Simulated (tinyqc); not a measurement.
Crystal pulling from the melt: segregation, interface stability, heat balance and point-defect regime: one step, computed by the program tinyqc. Command: `OMP_NUM_THREADS=1 python tinyqc.py 3011076 3011077 out.jsonl pull walk`. One thread of a shared host (Intel(R) Xeon(R) Processor @ 2.30GHz), about 0.01 s of CPU time with the checks.

A dilute solute; steady pulling with a flat interface unless it is found unstable.

Task: Boundary layer and effective coefficient. delta = 1.61 D^(1/3) nu^(1/6) omega^(-1/2), omega = 2 pi rpm/60; k_eff = k0/[k0 + (1 - k0) exp(-V delta/D)] (Burton, Prim and Slichter); the melt at the interface is enriched by k_eff/k0.

Inputs (values chosen for the exercise, modelled on gallium in silicon):
```
quantity,value,unit
equilibrium coefficient k0,0.0076,-
diffusivity in the melt D,0.00013,cm^2/s
kinematic viscosity nu,0.004,cm^2/s
crystal rotation,20,rpm
pull rate V,1.1,mm/min
```

Give: boundary layer delta; V delta/D; k_eff; enrichment at the interface.

Result:

boundary layer delta = 224.5 micrometre

V delta/D = 0.3167

k_eff = 0.01040

enrichment at the interface = 1.369

k_eff has moved 0.3 % of the way from k0 to 1. A 10 % ripple of V gives striations of 3.13 % in C_s, since d ln k_eff/d ln V = (1 - k_eff) V delta/D.
